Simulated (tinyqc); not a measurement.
Anneal temperature: kinetics of strain relaxation and threading dislocations in mismatched semiconductor layers. Computed by tinyqc, a small Python program. Command: `OMP_NUM_THREADS=1 python tinyqc.py 3009465 3009466 out.jsonl threading walk`. One thread of a shared host (Intel(R) Xeon(R) Processor @ 2.30GHz), about 0.01 s of CPU time with the checks.

60-degree dislocations on {111} planes of a (001) layer, isotropic elasticity. The Schmid factor is 1/sqrt(6), and a misfit segment relieves strain with b/2.

Inputs (values chosen for the exercise, modelled on In(0.2)Ga(0.8)As on GaAs): misfit f = 0.0134; shear modulus G = 45.6 GPa; Poisson ratio nu = 0.32; Burgers vector b = 4.05 angstrom; glide activation energy Q = 1.32 eV; velocity prefactor v0 = 10000 m/s per MPa; layer thickness h = 56 nm; anneal temperature T = 663 K; anneal time t = 2800 s; initial thread density rho_0 = 24000 1/cm^2; multiplication constant delta = 4600 1/m.

Sources: fixed density of threads.

Constants: k_B = 8.617333262e-05 eV/K.

Method:
- Excess resolved stress tau = (1/sqrt 6) [2 G (1 + nu)/(1 - nu)] (e - e_eq), e_eq = b (1 - nu/4) [ln(h/b) + 1]/(4 pi (1 + nu) h), the Matthews-Blakeslee strain of an uncapped layer; glide velocity v = v0 tau exp(-Q/(k_B T)), tau in MPa.
- Threads run in two directions, so de/dt = -(b/4) rho v, with rho fixed. With x = e - e_eq, x0 = f - e_eq (fully strained at t = 0) and v = m S x (m the mobility, S x = tau): x = x0 exp(-t/t_r), t_r = 4/(b rho_0 m S).
- The half time is that at which x = x0/2.

half time = 426.759 s

excess stress tau = 796.585 MPa

equilibrium strain e_eq = 0.00237831

After the time t:
```
T (K)  first velocity (micrometre/s)  relieved (%)  threads (1/cm^2)  half time (s)
518                       1.1443e+00         0.704             24000     2.7473e+05
540                       3.8175e+00         2.329             24000     8.2356e+04
566                       1.4050e+01         8.308             24000     2.2376e+04
587                       3.6997e+01        20.419             24000     8.4976e+03
613                       1.1191e+02        49.884             24000     2.8094e+03
631                       2.2826e+02        75.564             24000     1.3773e+03
655                       5.5556e+02        96.760             24000     5.6589e+02
697                       2.2738e+03       100.000             24000     1.3827e+02
```

What does the comparison show, and why?

The half time follows exp(Q/(k_B T)), a decade for each 56 K near 613 K. Relief goes from 20 % at 587 K to 75.6 % at 631 K: with a fixed density the onset is gradual, and more threads relax the layer sooner. Caution: rows with more than 50 % relieved leave out blocking by crossing misfit lines, which slows real layers.

Extremes, crossings and ranges named in words are read from the listed rows.
